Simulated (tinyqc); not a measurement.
Radius, Mott density and mass from the binding energy.

Question. A donor has the isolated binding energy E0 = cc Ry, Ry = (m0 q^3/(8 eps0^2 h^2)) me/eps_r^2 in eV, radius a = q/(8 pi eps0 eps_r E0) and Mott density (0.26/a)^3. Find a, the Mott density and me.

Inputs (values chosen for the exercise):
- eps_r = 9.76 (relative permittivity)
- cc = 1 (ratio of the true binding energy to the hydrogenic one)

Constants: q = 1.602176634e-19 C, eps0 = 8.8541878128e-12 F/m, h = 6.62607015e-34 J s, m0 = 9.1093837015e-31 kg. Results are converted to the units shown.

E0 = 52.275973 meV

Solution. Each follows directly from E0.

a = 1.411 nm
Mott density = 6.255e18 cm^-3
me = 0.3660 m0

Computed by the program tinyqc: `OMP_NUM_THREADS=1 python tinyqc.py 2330047 2330048 out.jsonl`, one thread of a shared Intel Xeon 2.30GHz, about 0.01 s for the whole run.
